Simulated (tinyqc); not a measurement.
Inside a calculation. Model: undoped symmetric double-gate MOSFET, analytic potential model.

Numbers from tinyqc (`OMP_NUM_THREADS=1 python tinyqc.py 2440133 2440134 out.jsonl`; about 0.03 s on one thread of a shared Intel Xeon 2.30GHz). Printed values are rounded.

An undoped body of thickness ts between two equal insulators and tied gates; long channel, electrons only, n = ni exp((psi - V)/Vt) with V the quasi-Fermi potential (0 at the source, Vd at the drain), constant mobility, no quantisation. Across the body psi(x) = V - 2 Vt ln[(ts/(2 beta)) sqrt(q ni/(2 eps0 eps_r Vt)) cos(2 beta x/ts)], x from the centre. Q is the electron charge per area of the whole body.

Inputs (values chosen for the exercise); material values those of a made-up semiconductor:
```
symbol,value,unit,meaning
T,300,K,temperature
Eg,1.23,eV,band gap
eps_r,8.96,,relative permittivity of the semiconductor
Nc,2.84e19,cm^-3,conduction-band density of states at T
Nv,2.84e19,cm^-3,valence-band density of states at T
eox,25.2,,relative permittivity of the gate insulator
tox,13,nm,insulator thickness
ts,20,nm,body thickness
dphi,0.08,V,gate work function less that of the intrinsic body
mu,310,cm^2/(V s),channel mobility
L,1,um,gate length
Vg,1.21,V,gate voltage
Vd,1,V,drain voltage
```

Constants: q = 1.602176634e-19 C, kB = 1.380649e-23 J/K, Vt = kB T/q, eps0 = 8.8541878128e-14 F/cm where lengths are in cm. Results are converted to the units shown.

Range of the model: The surface density at the source passes 0.3 Nc, where Boltzmann statistics fail.

## Constants of the body

ni = sqrt(Nc Nv) exp(-Eg/(2 Vt)), Eg in volts; r = eps_r tox/(eox ts); V0 = dphi + 2 Vt ln[(2/ts) sqrt(2 eps0 eps_r Vt/(q ni))].

ni = 1.32365e9 cm^-3
r = 0.231111
V0 = 0.573266 V

## Iteration 1: beta at the source by Newton steps

beta at the start = 1.5

With V = 0: f = ln(beta) - ln(cos beta) + 2 r beta tan(beta) - (Vg - V0)/(2 Vt); f' = 1/beta + tan(beta) + 2 r [tan(beta) + beta/cos^2(beta)]; beta(new) = beta - f/f'.

f = 0.516240
f' = 159.849
beta after iteration 1 = 1.49677

## Iteration 2: beta at the source by Newton steps

As before.

f = 0.0214212
f' = 146.868
beta after iteration 2 = 1.49662

## Course of the iteration: beta at the source by Newton steps

Stop when beta changes by less than 1e-11, or after 40 iterations. beta must stay between 0 and pi/2.

Course of the iteration:
```
iteration,beta,|change|
1,1.49677,3.23e-3
2,1.49662,1.46e-4
3,1.49662,2.73e-7
4,1.49662,9.52e-13
```

Converged in 4 iterations. At the end the number of correct digits about doubles with each step.

## Charges and drain current

beta_s = 1.49662
beta_d = 8.88593e-4

beta (between 0 and pi/2) solves (Vg - V0 - V)/(2 Vt) = ln(beta) - ln(cos beta) + 2 r beta tan(beta). Q = 8 eps0 eps_r Vt beta tan(beta)/ts; I = mu (1/L)(4 eps0 eps_r/ts)(2 Vt)^2 [g(beta_s) - g(beta_d)] per width, g = beta tan(beta) - beta^2/2 + r beta^2 tan^2(beta), with beta_s at V = 0 and beta_d at V = Vd.

Qs = 1652.29 nC/cm^2
Qd = 6.47764e-5 nC/cm^2
g(beta_s) = 112.771
g(beta_d) = 3.94799e-7
I = 148.284 uA/um

The term r beta^2 tan^2(beta), which gives the square law, makes up 83.1 % of g at the source.

## Potential and electron density across the body at the source

```
point,x/ts
0,0
1,0.1
2,0.2
3,0.3
4,0.4
5,0.45
6,0.5
```

psi(x) as above with V = 0 and beta = beta_s; n = ni exp(psi/Vt).

```
point,psi (V),n (cm^-3)
0,0.514113,5.73451e17
1,0.516465,6.28061e17
2,0.523991,8.40299e17
3,0.538564,1.47655e18
4,0.566241,4.30736e18
5,0.591939,1.16388e19
6,0.648662,1.04427e20
```

The density at the surface is 182 times that at the centre (1/cos^2 beta). It reaches 3.7 Nc, where Boltzmann statistics overestimate it.
